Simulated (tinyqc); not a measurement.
# Surface potential of a MOS transistor: implicit equation and explicit approximations, step by step

Program tinyqc, `OMP_NUM_THREADS=1 python tinyqc.py 2122152 2122153 out.jsonl`; Intel Xeon 2.30GHz, shared host, one thread, about 0.01 s. Printed values are rounded.

p-type body, charge-sheet picture, depletion and inversion only, full ionisation (an idealisation for deep acceptors), Boltzmann statistics (rough once Na exp(x - xn) passes about Nc/7). In units of Vt: xg = (Vg - Vfb)/Vt, x = psi/Vt, G = gamma/sqrt(Vt), xn = (2 phiF + Vc)/Vt. The implicit equation is (xg - x)^2 = G^2 [x - 1 + exp(x - xn)] for x above about 3. Cox = eps0 eox/tox.

Inputs (values chosen for the exercise); band and dielectric values close to those of silicon: temperature T = 300 K; band gap Eg = 1.13 eV; relative permittivity eps_r = 11.8; conduction-band density of states at T Nc = 2.82e19 cm^-3; valence-band density of states at T Nv = 2.63e19 cm^-3; relative permittivity of the gate insulator (close to silicon dioxide) eox = 3.9; insulator thickness tox = 4.7 nm; acceptor density Na = 1.7e17 cm^-3; flat-band voltage Vfb = -0.8 V; channel-body voltage Vc = 1 V; gate-body voltage Vg = 2.32 V.

Constants: q = 1.602176634e-19 C, kB = 1.380649e-23 J/K, Vt = kB T/q, eps0 = 8.8541878128e-14 F/cm where lengths are in cm. Results are converted to the units shown.

Range of the model: The electron quasi-Fermi level lies less than 2 Vt below the band edge at the surface, or above it, where degeneracy and confinement, left out, matter.

## Scales

ni = sqrt(Nc Nv) exp(-Eg/(2 Vt)), Eg in volts; phiF = Vt ln(Na/ni); gamma = sqrt(2 q eps0 eps_r Na)/Cox; VT = Vfb + Vt (xn + G sqrt(xn - 1)).

phiF = 0.433765 V
gamma = 0.324709 V^0.5
G = 2.01952
xn = 72.2393
VT = 1.50819 V
xg = 120.687

## Explicit approximation

Depletion value a = 1 + [sqrt(G^2/4 + xg - 1) - G/2]^2; inversion value b = xn + ln[(xg - xn)^2/G^2 - xn + 1] and first guess y = min(a, b) - ln(1 + exp(-|a - b|)) if a > xn + 1, else b = y = a; one second-order correction with D = exp(y - xn), p = 2 (xg - y) + G^2 (1 + D), w = (xg - y)^2 - G^2 (y - 1 + D): z = y + 2 w/(p + sqrt(p^2 - 2 (2 - G^2 D) w)), or the Newton step z = y + w/p where the root is not real.

a = 100.538
b = 78.4624
y = 78.4624
p = 2145.16
w = -589.644
z = 78.1367

The root of the implicit equation is x = 78.1436; y misses it by 0.32 and z by -0.0069, in units of Vt.

## Starting value

x = y rounded to two decimals.

x at the start = 78.46

## Iteration 1: new x

D = exp(x - xn), f = (xg - x)^2 - G^2 (x - 1 + D), f' = -2 (xg - x) - G^2 (1 + D), x(new) = x - f/f'.

D = 503.068
f = -584.536
f' = -2140.27
x after iteration 1 = 78.1869

## Iteration 2: new x

As before.

D = 382.838
f = -69.9304
f' = -1650.46
x after iteration 2 = 78.1445

## Course of the iteration

Stop when the step is below 1e-11, or after 60 iterations.

Course of the iteration:

| iteration | x before the step | step |
|---|---|---|
| 1 | 78.46 | -0.273 |
| 2 | 78.1869 | -0.0424 |
| 3 | 78.1445 | -8.70e-4 |
| 4 | 78.1436 | -3.57e-7 |
| 5 | 78.1436 | -5.68e-14 |

Converged in 5 iterations.

## Potential, charges and gate control

converged x = 78.1436

psi = Vt x; N_dep = Cox Vt G sqrt(x - 1)/q; N_inv = (Cox Vt G/q) [sqrt(x - 1 + exp(x - xn)) - sqrt(x - 1)]; dpsi/dVg = 1/[1 + G^2 (1 + exp(x - xn))/(2 (xg - x))].

psi = 2.02017 V
N_dep = 2.10279e12 cm^-2
N_inv = 2.9407e12 cm^-2
dpsi/dVg = 0.0537002

psi lies 5.9 Vt above 2 phiF + Vc.
